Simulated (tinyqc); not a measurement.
What moves the results: two-band massive Dirac model of the K valleys. A value that a table varies takes the place of the one given here.

Basis (conduction, valence): H = [[D/2, a t (tau kx - i ky)], [a t (tau kx + i ky), -D/2 + lam tau sz]], valley tau = +/-1, spin sz = +/-1. The gap of a spin and valley is G = D - lam tau sz. Berry curvature Omega = curl of i<u|grad u>; for the conduction band Omega_c = -tau 2 a^2 t^2 G/(G^2 + 4 a^2 t^2 k^2)^(3/2), and Omega_v = -Omega_c.

Constants: hbar^2/2m0 = 3.80998211 eV angstrom^2.

Values chosen for the exercise (near those used for monolayer WS2; shifted at random, so the results belong to these values and not to a real crystal): a = 3.199 angstrom (lattice constant); D = 1.69 eV (gap parameter); t = 1.31 eV (effective hopping); lam = 0.229 eV (half the valence spin splitting).

## Away from the valley

Flavour tau = +1, sz = +1. Parabolic transition energy G + 2 a^2 t^2 k^2/G; degree of circular polarisation eta = 2 cos(theta)/(1 + cos^2(theta)). The last column is the Berry flux of the conduction band inside |k|, over 2 pi: -(1 - cos(theta))/2, cos(theta) = G/(transition energy).

Along |k|:
```
|k| (1/angstrom)  transition (eV)  parabolic (eV)  Omega_c (angstrom^2)     eta  flux/2 pi
0.000                      1.4610          1.4610               -16.455  1.0000     0.0000
0.025                      1.4759          1.4760               -15.960  0.9999    -0.0051
0.050                      1.5199          1.5211               -14.615  0.9992    -0.0194
0.075                      1.5905          1.5962               -12.754  0.9964    -0.0407
0.100                      1.6843          1.7014               -10.739  0.9900    -0.0663
0.150                      1.9275          2.0019                -7.166  0.9628    -0.1210
0.200                      2.2236          2.4226                -4.667  0.9178    -0.1715
0.300                      2.9081          3.6247                -2.087  0.8023    -0.2488
```

How do the results move?

The curvature halves at |k| = 0.134 1/angstrom, where 2 a t k = 0.766 G. At 0.3 the parabola is 717 meV too high, eta has fallen only to 0.802, and the flux has reached -0.249 of the -1/2 that a whole cone holds. The real bands leave this model beyond about 0.1 to 0.2 1/angstrom, where trigonal warping and other bands enter.

## Hole doping of the spin-split valence bands

The Fermi level lies E below the top of the valence band. kF for the upper and lower band of valley +1 from the two-band energy; each flavour holds kF^2/(4 pi) holes per area and both valleys count. Spin polarisation within one valley; Berry flux removed from valley +1, the sum of (1 - cos(theta_F))/2 with cos(theta_F) = G/sqrt(G^2 + 4 a^2 t^2 kF^2), in units of 2 pi.

Holes:
```
E (meV)  kF upper (1/angstrom)  kF lower  p (1e12/cm^2)  spin polarisation in a valley  flux/2 pi
57.2                    0.0704    0.0000           7.88                          1.000     0.0363
114.5                   0.1014    0.0000          16.35                          1.000     0.0678
229.0                   0.1484    0.0000          35.07                          1.000     0.1193
343.5                   0.1879    0.0000          56.17                          1.000     0.1599
435.1                   0.2167    0.0000          74.77                          1.000     0.1866
503.8                   0.2374    0.0716          97.86                          0.833     0.2269
687.0                   0.2899    0.1674         178.31                          0.500     0.3387
916.0                   0.3521    0.2490         295.98                          0.333     0.4397
```

What does this show?

Up to E = 2 lam = 458 meV, a density of 79.7e12/cm^2, only the upper band of this model is emptied and each valley is fully spin-polarised, oppositely in the two. Beyond it the polarisation falls, to 0.33 in the last row. The flux, times e^2/h, is in size the change of the Hall conductivity of one valley; the other valley cancels it in the charge current. Rows with kF above about 0.2 1/angstrom lie beyond the range of the model, and in real layers the valley at Gamma, close below in MoS2 and WS2, can take holes as well.

## What each parameter does

Flavour tau = sz = +1 at k = 0: gap G, mass c G/(a t)^2 with c = hbar^2/2m0, Omega_c, and the B - A splitting 2 lam. Each row changes one parameter from the base and keeps the others.

Results:
```
case                G (eV)  mass (m0)  Omega_c (angstrom^2)  B - A (eV)
base                1.4610     0.3170               -16.455      0.4580
a = 3.263 angstrom  1.4610     0.3046               -17.120      0.4580
D = 1.859 eV        1.6300     0.3536               -13.220      0.4580
t = 1.441 eV        1.4610     0.2619               -19.911      0.4580
lam = 0.3435 eV     1.3465     0.2921               -19.373      0.6870
```

What does this show?

The largest shifts from the base row, up to three for each result and ties (the steps differ in size, so this ranks the rows, not the parameters). G (eV): D +0.1690, lam -0.1145; unchanged at the printed digits by a and t. mass (m0): t -0.0550, D +0.0367, lam -0.0248. Omega_c (angstrom^2): t -3.456, D +3.235, lam -2.918. B - A (eV): lam +0.2290; unchanged at the printed digits by a, D and t. The mass goes as G/(a t)^2 and the curvature as (a t)^2/G^2, so their product is -2c/G.

(tinyqc, `OMP_NUM_THREADS=1 python tinyqc.py 1481460 1481461 out.jsonl`, Intel(R) Xeon(R) Processor @ 2.30GHz, 1 thread, shared host, about 0.01 s.)
